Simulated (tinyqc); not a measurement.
From depth x_j where C falls to C_B back to dose Q: ion implantation: universal nuclear stopping, Lindhard-Scharff electronic stopping and a Gaussian range profile. Computed by tinyqc, a small Python program. Command: `OMP_NUM_THREADS=1 python tinyqc.py 3017146 3017147 out.jsonl implant inv`. One thread of a shared host (Intel(R) Xeon(R) Processor @ 2.30GHz), about 0.2 s of CPU time with the checks.

An ion slows by elastic collisions with screened nuclei and by friction with electrons; channelling is ignored and the target is uniform.

Inputs (values chosen for the exercise, modelled on nitrogen ions in silicon):
```
quantity,value,unit
ion atomic number Z1,7,-
ion mass M1,14,u
target atomic number Z2,14,-
target mass M2,28.09,u
target density N,49.94,1/nm^3
ion energy E,19,keV
scale factor of electronic stopping k,1.4,-
background C_B,4.2e+16,1/cm^3
```

Method:
- Reduced energy eps = 32.53 M2 E/(Z1 Z2 (M1 + M2)(Z1^0.23 + Z2^0.23)), E in keV; s_n = ln(1 + 1.1383 eps)/(2 (eps + 0.01321 eps^0.21226 + 0.19593 eps^0.5)) for eps up to 30 and ln(eps)/(2 eps) above; S_n = 8.462 Z1 Z2 M1 s_n/((M1 + M2)(Z1^0.23 + Z2^0.23)) in 1e-15 eV cm^2.
- S_e = k 3.83 Z1^(7/6) Z2/(Z1^(2/3) + Z2^(2/3))^(3/2) sqrt(E/M1) in 1e-15 eV cm^2, E in keV.
- Path length R = int_0^E dE'/(N (S_n + S_e)); energy lost to nuclei nu = int_0^E S_n/(S_n + S_e) dE' (both with E' = E y^3 and 64 Gauss-Legendre points in y).
- Estimates of Lindhard type: R_p = R/(1 + M2/(3 M1)), straggle dR_p = (2/3) R_p sqrt(M1 M2)/(M1 + M2).
- C(x) = C_p exp(-(x - R_p)^2/(2 dR_p^2)) with C_p = Q/(sqrt(2 pi) dR_p), 1 nm = 1e-7 cm; the profile falls to the background at x_j = R_p + dR_p sqrt(2 ln(C_p/C_B)); the peak atomic fraction is C_p/N.

Question. A run gave the result below. Find the dose Q, known to lie between 2.1e+12 and 3.2e+12 1/cm^2.

Depth x_j where C falls to C_B = 91.61552 nm

Answer.

Each step takes the trial c = (a f_b - b f_a)/(f_b - f_a), f being the result less the target and a, b, c the logarithms of the listed values; c replaces end b, the old b replaces a if the sign of f changed, and otherwise f_a is halved.

Scan of the range:
```
dose Q (1/cm^2),depth x_j where C falls to C_B (nm)
2.10e+12,90.3566
2.25e+12,90.8704
2.42e+12,91.4052
2.59e+12,91.8971
2.78e+12,92.4035
2.98e+12,92.8941
3.20e+12,93.3909
```

False position (Illinois rule, in the logarithm of the input) inside the bracket:
```
step,end a,end b,trial,depth x_j where C falls to C_B (nm)
1,2.42000e+12,2.59000e+12,2.49126e+12,91.6163
2,2.42000e+12,2.49126e+12,2.49074e+12,91.6148
3,2.49126e+12,2.49074e+12,2.49100e+12,91.6155
```

Depth x_j where C falls to C_B rises at every point of a 13-point scan of the range (every second point is shown), so one value fits; it is bracketed by 2.42e12 and 2.59e12. Answer: dose Q = 2.491e12 1/cm^2.
